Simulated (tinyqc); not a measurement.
Thresholds of impact ionisation and Auger recombination from band masses: sweeps and comparisons. A value that a table varies takes the place of the one given here.

Parabolic bands, no phonon. At threshold the three slow carriers share one velocity. With M their total mass and m4 the mass of the fast carrier, the fast carrier has the kinetic energy E_T = G M/(M - m4) and the slow ones together E_a = G m4/(M - m4), the activation energy of the Auger rate. CCCH (fast electron): G = Eg, M = 2 me + mh, m4 = me. CHHS (hole into the split-off band): G = Eg - Dso, M = 2 mh + me, m4 = ms; this form holds for Eg > Dso (below, the process needs about Dso - Eg and is marked by a dash). CHHL (hole into the light band): G = Eg, M = 2 mh + me, m4 = ml. CHHH (fast heavy hole): G = Eg, M = 2 mh + me, m4 = mh.

Non-parabolic fast electron: E (1 + alpha E) = c k^2/me with alpha = (1 - me)^2/Eg; the slow carriers stay parabolic, so E_T = Eg + me E_T (1 + alpha E_T)/M, M = 2 me + mh (the root between Eg and 1.9 Eg).

Constants: kB = 8.617333262e-05 eV/K; hc = 1239.841984 eV nm.

Inputs chosen for the exercise (near those of GaSb, gap at low temperature and not tied to T; shifted at random, so the results belong to these values and not to a real crystal): Eg = 0.828 eV (gap at Gamma to the s-like level); Dso = 0.746 eV (spin-orbit splitting); me = 0.0401 m0 (electron mass at Gamma); mh = 0.32 m0 (heavy-hole mass); ms = 0.129 m0 (split-off mass); ml = 0.0438 m0 (light-hole mass); T = 300 K (temperature).

## The gap of an alloy series

Eg is varied with me and ml proportional to it; mh, ms and Dso are kept. E_a of three processes; wavelength hc/Eg.

Results:
```
Eg (eV)  wavelength (micrometre)      me  CCCH (meV)  CCCH non-parabolic (meV)  CHHS (meV)  CHHL (meV)  log10 exp(-E_a/kT), non-parabolic
0.248                       5.00  0.0120         9.0                      19.1           -         5.1                              -0.32
0.414                       2.99  0.0200        24.4                      54.4           -        14.2                              -0.91
0.621                       2.00  0.0301        53.4                     126.0           -        32.0                              -2.12
0.828                       1.50  0.0401        92.2                     231.2        19.2        57.0                              -3.88
1.035                       1.20  0.0501       140.2                     374.8        66.4        89.2                              -6.30
1.325                       0.94  0.0642       221.3                     653.5       129.9       146.5                             -10.98
1.656                       0.75  0.0802       331.9                    1121.9       198.6       229.3                             -18.85
```

What does this show, and why?

E_a of CCCH goes nearly as Eg^2 (power 1.90 over the table), as both G and me grow; the non-parabolic value goes with the power 2.14, and its Boltzmann factor spans 18.5 decades; rows with E_a far above kT are formal, since phonon-assisted processes and side valleys rule there. CHHS is resonant at Eg = Dso = 0.746 eV, with no activation, and is the easiest process near there; it has the lowest E_a of the parabolic values for Eg = 0.828, 1.035, 1.325 and 1.656 eV.

## The mass ratio

mu = me/mh is varied; thresholds in units of Eg for ionisation started by an electron, (1 + 2 mu)/(1 + mu), and by a heavy hole, (2 + mu)/(1 + mu).

Results:
```
mu     electron (Eg)  hole (Eg)  electron (eV)  hole (eV)
0.042         1.0403     1.9597          0.861      1.623
0.053         1.0503     1.9497          0.870      1.614
0.067         1.0628     1.9372          0.880      1.604
0.071         1.0663     1.9337          0.883      1.601
0.125         1.1111     1.8889          0.920      1.564
0.240         1.1935     1.8065          0.988      1.496
1.000         1.5000     1.5000          1.242      1.242
```

How do the results move?

The two thresholds add up to 3 Eg in every row and are equal, 3/2 Eg, at mu = 1. The lighter carrier has the lower threshold; in the first row the two differ by 0.761 eV, which would favour one carrier in avalanche multiplication. Real ionisation rates depend on the whole band structure and can be nearly equal although the edge masses differ.

## What each parameter does

Activation energies. Each row changes one parameter from the base and keeps the others.

Results:
```
case             CCCH (meV)  CCCH non-parabolic (meV)  CHHL (meV)
base                  92.20                    231.24       57.00
Eg = 0.7452 eV        82.98                    208.12       51.30
Dso = 0.6714 eV       92.20                    231.24       57.00
me = 0.0441 m0       100.29                    257.90       56.64
mh = 0.352 m0         84.68                    206.47       51.79
ms = 0.1419 m0        92.20                    231.24       57.00
ml = 0.0482 m0        92.20                    231.24       63.16
```

What can be read from the table?

The largest shifts from the base row, up to three for each result and ties (the steps differ in size, so this ranks the rows, not the parameters). CCCH (meV): Eg -9.22, me +8.08, mh -7.52; unchanged at the printed digits by Dso, ms and ml. CCCH non-parabolic (meV): me +26.66, mh -24.78, Eg -23.12; unchanged at the printed digits by Dso, ms and ml. CHHL (meV): ml +6.16, Eg -5.70, mh -5.21; unchanged at the printed digits by Dso and ms.

tinyqc: `OMP_NUM_THREADS=1 python tinyqc.py 1880111 1880112 out.jsonl`; about 0.01 s, one thread, shared Intel(R) Xeon(R) Processor @ 2.30GHz.
